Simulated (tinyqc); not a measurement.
ROHF in the 6-311g basis, for H2-, spin multiplicity 2, step by step. The basis has no diffuse functions, so it cannot describe the extra electron: this is an exercise in the method, not the real anion. One step of it, computed by the program tinyqc.

Question. Iteration 2: building the Fock matrix. J_ij = sum D_kl (ij|kl) with D = D(alpha) + D(beta), K_ij = sum D_kl (ik|jl) for each spin; F = H + J - K(s); E = tr D H + tr D J / 2 - 0.5 sum_s tr D(s) K(s) + E_nn.

D(alpha) after iteration 1, lower triangle:
```
           1H 1s      1H 2s      1H 3s     2H 1s      2H 2s     2H 3s
1H 1s   0.037447
1H 2s   0.031008   0.075603
1H 3s   0.228977  -0.199714   4.435988
2H 1s   0.020330   0.053146  -0.158841  0.037447
2H 2s   0.053146   0.046970   0.301869  0.031008   0.075603
2H 3s  -0.158841   0.301869  -4.350851  0.228977  -0.199714  4.435988
```

D(beta) after iteration 1, lower triangle:
```
           1H 1s      1H 2s      1H 3s      2H 1s      2H 2s     2H 3s
1H 1s   0.008558
1H 2s  -0.011069   0.014316
1H 3s   0.193909  -0.250792   4.393420
2H 1s  -0.008558   0.011069  -0.193909   0.008558
2H 2s   0.011069  -0.014316   0.250792  -0.011069   0.014316
2H 3s  -0.193909   0.250792  -4.393420   0.193909  -0.250792  4.393420
```

core Hamiltonian H = T + V (hartree), lower triangle:
```
           1H 1s      1H 2s      1H 3s      2H 1s      2H 2s      2H 3s
1H 1s  -0.434945
1H 2s  -0.953084  -1.007073
1H 3s  -0.640997  -0.824002  -0.792469
2H 1s  -0.483682  -0.640072  -0.528134  -0.434945
2H 2s  -0.640072  -0.824299  -0.731341  -0.953084  -1.007073
2H 3s  -0.528134  -0.731341  -0.737181  -0.640997  -0.824002  -0.792469
```

Two-electron integrals (ij|kl) in chemists' order, unique and non-zero (hartree):
```
(11|11) 1.393035   (21|11) 0.822971   (21|21) 0.509703   (22|11) 0.822904
(22|21) 0.543028   (22|22) 0.644106   (31|11) 0.411256   (31|21) 0.257757
(31|22) 0.279868   (31|31) 0.130794   (32|11) 0.543681   (32|21) 0.365771
(32|22) 0.452669   (32|31) 0.189803   (32|32) 0.325140   (33|11) 0.494021
(33|21) 0.340115   (33|22) 0.445993   (33|31) 0.178035   (33|32) 0.331779
(33|33) 0.361682   (41|11) 0.192140   (41|21) 0.122981   (41|22) 0.137354
(41|31) 0.062747   (41|32) 0.093931   (41|33) 0.088938   (41|41) 0.043735
(42|11) 0.268602   (42|21) 0.181771   (42|22) 0.224774   (42|31) 0.094408
(42|32) 0.160328   (42|33) 0.160754   (42|41) 0.071191   (42|42) 0.136003
(43|11) 0.190054   (43|21) 0.130284   (43|22) 0.166186   (43|31) 0.067998
(43|32) 0.120491   (43|33) 0.123921   (43|41) 0.051495   (43|42) 0.103662
(43|43) 0.080803   (44|11) 0.622588   (44|21) 0.432933   (44|22) 0.564760
(44|31) 0.226982   (44|32) 0.411738   (44|33) 0.424490   (44|41) 0.192140
(44|42) 0.410351   (44|43) 0.321815   (44|44) 1.393035   (51|11) 0.410351
(51|21) 0.256380   (51|22) 0.276904   (51|31) 0.129974   (51|32) 0.187417
(51|33) 0.175337   (51|41) 0.071191   (51|42) 0.108754   (51|43) 0.078201
(51|44) 0.268602   (51|51) 0.136003   (52|11) 0.489178   (52|21) 0.327065
(52|22) 0.398819   (52|31) 0.169329   (52|32) 0.284098   (52|33) 0.285802
(52|41) 0.100689   (52|42) 0.179951   (52|43) 0.136397   (52|44) 0.489178
(52|51) 0.179951   (52|52) 0.282285   (53|11) 0.376604   (53|21) 0.257109
(53|22) 0.329471   (53|31) 0.134139   (53|32) 0.241349   (53|33) 0.254874
(53|41) 0.081290   (53|42) 0.155535   (53|43) 0.121558   (53|44) 0.438173
(53|51) 0.142893   (53|52) 0.242314   (53|53) 0.218927   (54|11) 0.432933
(54|21) 0.299216   (54|22) 0.388053   (54|31) 0.156613   (54|32) 0.283405
(54|33) 0.294334   (54|41) 0.122981   (54|42) 0.256380   (54|43) 0.201904
(54|44) 0.822971   (54|51) 0.181771   (54|52) 0.327065   (54|53) 0.295277
(54|54) 0.509703   (55|11) 0.564760   (55|21) 0.388053   (55|22) 0.503427
(55|31) 0.202893   (55|32) 0.370620   (55|33) 0.393560   (55|41) 0.137354
(55|42) 0.276904   (55|43) 0.219587   (55|44) 0.822904   (55|51) 0.224774
(55|52) 0.398819   (55|53) 0.366840   (55|54) 0.543028   (55|55) 0.644106
(61|11) 0.321815   (61|21) 0.201904   (61|22) 0.219587   (61|31) 0.102483
(61|32) 0.149013   (61|33) 0.139886   (61|41) 0.051495   (61|42) 0.078201
(61|43) 0.056362   (61|44) 0.190054   (61|51) 0.103662   (61|52) 0.136397
(61|53) 0.108337   (61|54) 0.130284   (61|55) 0.166186   (61|61) 0.080803
(62|11) 0.438173   (62|21) 0.295277   (62|22) 0.366840   (62|31) 0.153315
(62|32) 0.264052   (62|33) 0.270424   (62|41) 0.081290   (62|42) 0.142893
(62|43) 0.108337   (62|44) 0.376604   (62|51) 0.155535   (62|52) 0.242314
(62|53) 0.208655   (62|54) 0.257109   (62|55) 0.329471   (62|61) 0.121558
(62|62) 0.218927   (63|11) 0.416843   (63|21) 0.287544   (63|22) 0.379068
(63|31) 0.150633   (63|32) 0.283001   (63|33) 0.310822   (63|41) 0.081205
(63|42) 0.152898   (63|43) 0.119685   (63|44) 0.416843   (63|51) 0.152898
(63|52) 0.259244   (63|53) 0.237160   (63|54) 0.287544   (63|55) 0.379068
(63|61) 0.119685   (63|62) 0.237160   (63|63) 0.278843   (64|11) 0.226982
(64|21) 0.156613   (64|22) 0.202893   (64|31) 0.081940   (64|32) 0.148316
(64|33) 0.154504   (64|41) 0.062747   (64|42) 0.129974   (64|43) 0.102483
(64|44) 0.411256   (64|51) 0.094408   (64|52) 0.169329   (64|53) 0.153315
(64|54) 0.257757   (64|55) 0.279868   (64|61) 0.067998   (64|62) 0.134139
(64|63) 0.150633   (64|64) 0.130794   (65|11) 0.411738   (65|21) 0.283405
(65|22) 0.370620   (65|31) 0.148316   (65|32) 0.274794   (65|33) 0.296671
(65|41) 0.093931   (65|42) 0.187417   (65|43) 0.149013   (65|44) 0.543681
(65|51) 0.160328   (65|52) 0.284098   (65|53) 0.264052   (65|54) 0.365771
(65|55) 0.452669   (65|61) 0.120491   (65|62) 0.241349   (65|63) 0.283001
(65|64) 0.189803   (65|65) 0.325140   (66|11) 0.424490   (66|21) 0.294334
(66|22) 0.393560   (66|31) 0.154504   (66|32) 0.296671   (66|33) 0.332625
(66|41) 0.088938   (66|42) 0.175337   (66|43) 0.139886   (66|44) 0.494021
(66|51) 0.160754   (66|52) 0.285802   (66|53) 0.270424   (66|54) 0.340115
(66|55) 0.445993   (66|61) 0.123921   (66|62) 0.254874   (66|63) 0.310822
(66|64) 0.178035   (66|65) 0.331779   (66|66) 0.361682
```

nuclear repulsion = 0.62847650 hartree

Give: Coulomb J; exchange K(alpha); exchange K(beta); F(alpha); F(beta); total energy of this density.

Answer.

Coulomb J (hartree), lower triangle:
```
        1H 1s   1H 2s   1H 3s   2H 1s   2H 2s   2H 3s
1H 1s  1.4296
1H 2s  0.9691  1.2453
1H 3s  0.5052  0.9228  1.0110
2H 1s  0.2724  0.5102  0.3998  1.4296
2H 2s  0.5102  0.8407  0.7668  0.9691  1.2453
2H 3s  0.3998  0.7668  0.9000  0.5052  0.9228  1.0110
```

exchange K(alpha) (hartree), lower triangle:
```
        1H 1s   1H 2s   1H 3s   2H 1s   2H 2s   2H 3s
1H 1s  0.4393
1H 2s  0.4590  0.5619
1H 3s  0.3415  0.4568  0.4042
2H 1s  0.2333  0.3314  0.2867  0.4393
2H 2s  0.3314  0.4495  0.3956  0.4590  0.5619
2H 3s  0.2867  0.3956  0.3635  0.3415  0.4568  0.4042
```

exchange K(beta) (hartree), lower triangle:
```
         1H 1s    1H 2s   1H 3s   2H 1s   2H 2s   2H 3s
1H 1s   0.0476
1H 2s   0.0496   0.0691
1H 3s   0.0372   0.0646  0.0766
2H 1s  -0.0156  -0.0097  0.0022  0.0476
2H 2s  -0.0097  -0.0012  0.0176  0.0496  0.0691
2H 3s   0.0022   0.0176  0.0414  0.0372  0.0646  0.0766
```

F(alpha) (hartree), lower triangle:
```
         1H 1s    1H 2s    1H 3s    2H 1s    2H 2s    2H 3s
1H 1s   0.5554
1H 2s  -0.4430  -0.3238
1H 3s  -0.4773  -0.3580  -0.1856
2H 1s  -0.4446  -0.4613  -0.4151   0.5554
2H 2s  -0.4613  -0.4331  -0.3601  -0.4430  -0.3238
2H 3s  -0.4151  -0.3601  -0.2007  -0.4773  -0.3580  -0.1856
```

F(beta) (hartree), lower triangle:
```
         1H 1s    1H 2s    1H 3s    2H 1s   2H 2s   2H 3s
1H 1s   0.9471
1H 2s  -0.0335   0.1691
1H 3s  -0.1730   0.0342   0.1419
2H 1s  -0.1957  -0.1202  -0.1305   0.9471
2H 2s  -0.1202   0.0175   0.0179  -0.0335  0.1691
2H 3s  -0.1305   0.0179   0.1214  -0.1730  0.0342  0.1419
```

total energy of this density = -0.566699 hartree
